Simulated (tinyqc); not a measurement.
## Traps spread exponentially in energy

For traps of total density Nt spread as exp(-E/kB Tc) below the band edge, with l = Tc/T: J = q mu Nc [eps0 eps_r l/(q Nt (l + 1))]^l [(2 l + 1)/(l + 1)]^(l + 1) V^(l + 1)/L^(2 l + 1). It needs trapped charge far above free charge, so only rows below a fifth of the trap-free current (9/8) eps0 eps_r mu V^2/L^3 are listed.

Parameters, values chosen for the exercise:
```
symbol   value        unit                 meaning
eps_r     18.6               relative permittivity
mu        0.15  cm^2/(V s)                mobility
L          530          nm               thickness
Nc      8.5e20       cm^-3  band density of states
Nt      1.3e18       cm^-3            trap density
V          4.7           V                 voltage
```

Constants: q = 1.602176634e-19 C, eps0 = 8.8541878128e-14 F/cm where lengths are in cm. Results are converted to the units shown.

Traps spread exponentially in energy:
```
l    exponent of V  exponent of 1/L  J (A/cm^2)
3.2         4.2000           7.4000      7.9841
4           5.0000           9.0000     0.42952
4.8         5.8000           10.600    0.023222
5.7         6.7000           12.400   8.7495e-4
6.5         7.5000           14.000   4.7554e-5
7.3         8.3000           15.600   2.5880e-6
8.2         9.2000           17.400   9.7995e-8
9           10.000           19.000   5.3425e-9
```

J falls from 7.98 to 5.34e-9 A/cm^2 at V = 4.7 V, well below q Nt L^2/(2 eps0 eps_r) = 178 V, near which the curves for different l come together. A slope above 2 on a log-log plot gives l, and its change with temperature tests the model.

Program tinyqc, `OMP_NUM_THREADS=1 python tinyqc.py 2370048 2370049 out.jsonl`; Intel Xeon 2.30GHz, shared host, one thread, about 0.01 s.
